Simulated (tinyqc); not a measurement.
Scattering mobility, thermal velocity and mass from two apparent mobilities.

Inverse problem. 1/mu_app = 1/mu_0 + 1/mu_B with the ballistic mobility mu_B = vT L/(2 Vt) and vT = sqrt(2 kB T/(pi m)) (non-degenerate carriers); the mean free path is 2 Vt mu_0/vT. Find mu_0, vT, m and the mean free path.

Parameters, values chosen for the exercise: temperature T = 300 K.

Constants: q = 1.602176634e-19 C, kB = 1.380649e-23 J/K, m0 = 9.1093837015e-31 kg, Vt = kB T/q. Results are converted to the units shown.

apparent mobility at L = 25 and 100 nm (cm^2/(V s)): 245.09090  334.03325

Solution. 1/mu_app is linear in 1/L: the slope is 2 Vt/vT and the intercept 1/mu_0.

mu_0 = 380.0 cm^2/(V s)
vT = 1.428e7 cm/s
m = 0.1420 m0
mean free path = 13.76 nm

Program tinyqc, `OMP_NUM_THREADS=1 python tinyqc.py 2380137 2380138 out.jsonl`; Intel Xeon 2.30GHz, shared host, one thread, about 0.01 s.
